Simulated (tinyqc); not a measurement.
Composition against offsets: model-solid line-up of a strained alloy layer on a substrate.

All values of the alloy are linear in x but the gap, Eg(x) = (1 - x) Eg_A + x Eg_B - C x (1 - x), and the valence edge, Ev(x) = (1 - x) Ev_A + x Ev_B + fv C x (1 - x); Ec = Ev + Eg. Ev is the top of the unstrained valence band on a scale common to all materials. In the layer only the Gamma valley of the conduction band is followed, also where an X or L valley would lie lower.

Coherent growth on a (001) face: e_par = (a_s - a)/a, e_perp = -2 (C12/C11) e_par; exx = eyy = e_par, ezz = e_perp, no shear.

Strained edges: Ec + ac tr(e); the valence edges are Ev plus the levels of the 6 x 6 matrix of X, Y, Z times spin with -Dso/3 + l exx + m (eyy + ezz) on the diagonal (cyclic), n exy off it, l = av + 2 b, m = av - b, n = sqrt(3) d. Spin-orbit term (Dso/3) L.sigma on X, Y, Z with (L_k)_ij = -i epsilon_kij: <X+|H|Y+> = -i Dso/3, <X+|H|Z-> = Dso/3, <Y+|H|Z-> = -i Dso/3, <Z+|H|X-> = -Dso/3, <Z+|H|Y-> = i Dso/3, <X-|H|Y-> = i Dso/3, and their conjugates; + and - are the spin along z.

dEc = Ec(substrate) - Ec(layer), dEv = Ev(layer) - Ev(substrate); positive values confine the carrier in the layer. Type I: both of one sign; type II: opposite signs; type III: the gaps do not overlap.

Parameters, chosen for this exercise (A near GaP, B near GaAs, substrate near GaAs; shifted at random, so the results belong to these values and not to a real crystal):

| symbol | value | unit | meaning |
|---|---|---|---|
| a | (5.457, 5.649) | angstrom | lattice constant of A, B |
| Eg | (2.922, 1.527) | eV | gap at Gamma to the s-like level of A, B |
| Dso | (0.079, 0.339) | eV | spin-orbit splitting of A, B |
| Ev | (-1.25, -0.79) | eV | top of the unstrained valence band of A, B |
| ac | (-8.26, -7.14) | eV | conduction deformation potential of A, B |
| av | (1.69, 1.17) | eV | valence hydrostatic potential of A, B |
| b | (-1.58, -2.01) | eV | tetragonal shear potential of A, B |
| d | (-4.64, -4.77) | eV | trigonal shear potential of A, B |
| C11 | (142.2, 122.8) | GPa | of A, B |
| C12 | (61.7, 57.2) | GPa | of A, B |
| C44 | (71, 60.7) | GPa | of A, B |
| C | 0.218 | eV | bowing of the gap |
| fv | 0 |  | share of the bowing taken by the valence edge |
| a_s | 5.649 | angstrom | substrate |
| Eg_s | 1.527 | eV | lowest gap of the substrate |
| Ev_s | -0.79 | eV | substrate valence edge |
| face | 001 |  | growth face |

Each composition is strained to the same substrate.

Results:

| x | e_par (%) | relaxed gap (eV) | strained gap (eV) | valence splitting (meV) | dEc (eV) | dEv (eV) | type |
|---|---|---|---|---|---|---|---|
| 0.15 | 2.97 | 2.685 | 2.207 | 246 | -0.496 | -0.183 | I |
| 0.27 | 2.54 | 2.502 | 2.103 | 210 | -0.413 | -0.163 | I |
| 0.38 | 2.15 | 2.341 | 2.011 | 177 | -0.341 | -0.143 | I |
| 0.50 | 1.73 | 2.170 | 1.913 | 142 | -0.266 | -0.120 | I |
| 0.62 | 1.31 | 2.006 | 1.818 | 106 | -0.196 | -0.095 | I |
| 0.74 | 0.89 | 1.848 | 1.724 | 72 | -0.129 | -0.068 | I |
| 0.85 | 0.51 | 1.708 | 1.640 | 41 | -0.072 | -0.041 | I |
| 0.97 | 0.10 | 1.563 | 1.549 | 8 | -0.014 | -0.008 | I |

The layer stays under tension over this range. The strained gap runs from 2.207 to 1.549 eV, against 2.685 to 1.563 eV for the relaxed alloy: strain takes back part of the change that the composition makes. Strains above 2 % can be kept only in layers of a few nanometres. The line-up is type I throughout, with the layer as the barrier. Offsets below about 50 meV are within the spread of parameter sets, so those rows do not settle the type. Where the alloy is indirect its X or L edge, left out, lies lower and sets the real gap and dEc.

Run: tinyqc, `OMP_NUM_THREADS=1 python tinyqc.py 1050882 1050883 out.jsonl`; Intel(R) Xeon(R) Processor @ 2.30GHz, one thread, shared host; about 0.01 s of CPU time with all checks.
